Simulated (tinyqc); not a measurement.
Changing the salt concentration c: a particle near a wafer in liquid: double-layer and van der Waals forces (DLVO), deposition barrier and removal. Computed by tinyqc, a small Python program. Command: `OMP_NUM_THREADS=1 python tinyqc.py 3113086 3113087 out.jsonl dlvo sweep`. One thread of a shared host (Intel(R) Xeon(R) Processor @ 2.30GHz), about 0.01 s of CPU time with the checks.

Sphere and flat wall, Derjaguin approximation, constant potentials in the linear-superposition form, no retardation and no hydration force.

Inputs (values chosen for the exercise, of the order of those for alumina on silica in water): particle radius R = 62 nm; Hamaker constant A = 1.2e-20 J; potential of the particle psi_1 = -45 mV; potential of the wafer psi_2 = -17 mV; valence z of the symmetric salt = 1; temperature T = 323 K; dielectric constant of the liquid = 69.9.

Constants: e = 1.602176634e-19 C; N_A = 6.02214076e+23 1/mol; eps_0 = 8.8541878128e-12 F/m; k_B = 1.380649e-23 J/K; k_B = 8.617333262e-05 eV/K.

Method:
- kappa^2 = 2 z^2 e^2 N_A (1000 c)/(eps eps_0 k_B T); gamma_i = tanh(z e psi_i/(4 k_B T)); Z = 64 pi eps eps_0 (k_B T/(z e))^2 gamma_1 gamma_2.
- U(h) = Z R exp(-kappa h) - A R/(6 h); F(h) = -dU/dh = kappa Z R exp(-kappa h) - A R/(6 h^2), positive for repulsion.
- F = 0 reads x^2 exp(-x) = y with x = kappa h and y = A kappa/(6 Z); the left side peaks at x = 2 with 4/e^2 = 0.5413, so roots exist for smaller y: x < 2 is the barrier, x > 2 the secondary minimum.

One run for each value; columns: (1) salt concentration c (mol/L); (2) barrier height (k_B T); (3) energy at the secondary minimum (k_B T); (4) Debye length (nm); (5) position of the barrier (nm):
```
(1)          (2)      (3)     (4)     (5)
1.00e-05  68.459  -0.0260  94.483  5.9951
3.00e-05  65.543  -0.0478  54.550  4.6032
1.00e-04  61.333  -0.0940  29.878  3.4607
3.00e-04  56.303  -0.1754  17.250  2.6823
1.00e-03  49.131  -0.3506   9.448  2.0467
3.00e-03  40.710  -0.6672   5.455  1.6187
1.00e-02  29.023  -1.3740   2.988  1.2794
3.00e-02  15.900  -2.7218   1.725  1.0702
1.00e-01  -0.766  -6.0577   0.945  0.9708
```

Over the rows, barrier height (k_B T) falls from 68.5 to -0.766; energy at the secondary minimum (k_B T) falls from -0.0260 to -6.06 (exponent d ln y / d ln x 0.56 between the first rows and 0.66 between the last); Debye length (nm) falls from 94.5 to 0.945 (exponent d ln y / d ln x about -0.50 throughout).  Left out: 0.300, 1.00 (a listed quantity is not defined there).

Caution (rows 1.00e-5, 3.00e-5, 1.00e-4): kappa R is not large, so the Derjaguin approximation is only rough at gaps of the order of the Debye length.

Extremes, crossings and ranges named in words are read from the listed rows.
